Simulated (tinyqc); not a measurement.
Solid solubility of a dopant against its melt (retrograde solidus), clustering and the electrically active fraction: one step, computed by the program tinyqc. Command: `OMP_NUM_THREADS=1 python tinyqc.py 3023102 3023103 out.jsonl retro walk`. One thread of a shared host (Intel(R) Xeon(R) Processor @ 2.30GHz), about 0.01 s of CPU time with the checks.

Question. Active fraction after the anneal. A highly soluble donor (another dopant than that of the solidus) is limited by clustering. Donors N_a are active, and clusters hold m atoms each: N_t = N_a + m C, m C = N* (N_a/N*)^m, with N*(T) = N*(1273 K) exp[-(E_b/k_B)(1/T - 1/1273)]. Resistivity = 1/(e mu N_a).

Inputs (values chosen for the exercise, for a model dopant): total dopant density N_t = 1.5e+21 1/cm^3; atoms per cluster m = 2; cluster scale N* at 1273 K = 2.4e+20 1/cm^3; activation energy E_b of the cluster scale = 0.56 eV; anneal temperature T_a = 1050 K; mobility mu = 70 cm^2/(V s).

Clustering: clusters of m atoms, electrons left out.

Constants: k_B = 8.617333262e-05 eV/K; e = 1.602176634e-19 C.

Give: N*(T_a); active density N_a; active fraction; resistivity.

Answer.

N*(T_a) = 8.1163e+19 1/cm^3

active density N_a = 3.1069e+20 1/cm^3

active fraction = 0.20713

resistivity = 0.28699 milliohm cm

Doubling the dose would raise N_a by only 46 %. Caution: this clustering law is a generic form; degeneracy and a doping-dependent mobility are left out.
